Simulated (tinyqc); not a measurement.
Implant damage, amorphisation by cascade overlap, and solid-phase epitaxial regrowth. Changing the ion energy E. Computed by tinyqc, a small Python program. Command: `OMP_NUM_THREADS=1 python tinyqc.py 3114044 3114045 out.jsonl sper sweep`. One thread of a shared host (Intel(R) Xeon(R) Processor @ 2.30GHz), about 0.01 s of CPU time with the checks.

Range and width of the damage are inputs. Dynamic annealing enters only through the surviving share f.

Inputs (values chosen for the exercise, modelled on arsenic ions in silicon): ion Z1 = 33; ion mass M1 = 74.9 u; target Z2 = 14; target mass M2 = 28.09 u; displacement energy E_d = 15 eV.

Constants: a_0 = 0.529177210903 angstrom; e^2/(4 pi eps_0) = 14.39964548 eV angstrom.

Method. Robinson partition: eps = E a M2/(Z1 Z2 (e^2/(4 pi eps_0)) (M1 + M2)), a = 0.8853 a_0/sqrt(Z1^(2/3) + Z2^(2/3)); k = 0.0793 Z1^(2/3) Z2^(1/2) (M1 + M2)^(3/2)/((Z1^(2/3) + Z2^(2/3))^(3/4) M1^(3/2) M2^(1/2)); damage energy T_d = E/(1 + k (eps + 0.40244 eps^(3/4) + 3.4008 eps^(1/6))); displacements nu = 0.8 T_d/(2 E_d).

One run for each value:
```
ion energy E (keV)    T_d/E  displacements per ion nu  reduced energy eps
1.0                 0.86004                      22.9              0.0048
2.0                 0.84486                      45.1              0.0096
4.2                 0.82662                      92.6              0.0201
8.5                 0.80684                     182.9              0.0407
35.0                0.75566                     705.3              0.1676
72.0                0.71951                    1381.5              0.3447
150.0               0.67062                    2682.5              0.7181
300.0               0.60812                    4864.9              1.4362
```

Give the missing row, ion energy E (keV) = 17.0.

Computed row:
```
ion energy E (keV)    T_d/E  displacements per ion nu  reduced energy eps
17.0                0.78419                     355.5              0.0814
```

Interpolating between the two neighbouring rows (the first column on a logarithmic scale, the others too where they are positive) misses by up to 0.36 %. Over the rows, T_d/E falls from 0.860 to 0.608 (exponent d ln y / d ln x -0.026 between the first rows and -0.14 between the last); displacements per ion nu rises from 22.9 to 4860 (exponent d ln y / d ln x 0.97 between the first rows and 0.86 between the last); reduced energy eps rises from 0.00479 to 1.44 (exponent d ln y / d ln x about 1.0 throughout). Electronic losses take a growing share as eps rises, so nu grows more slowly than E.
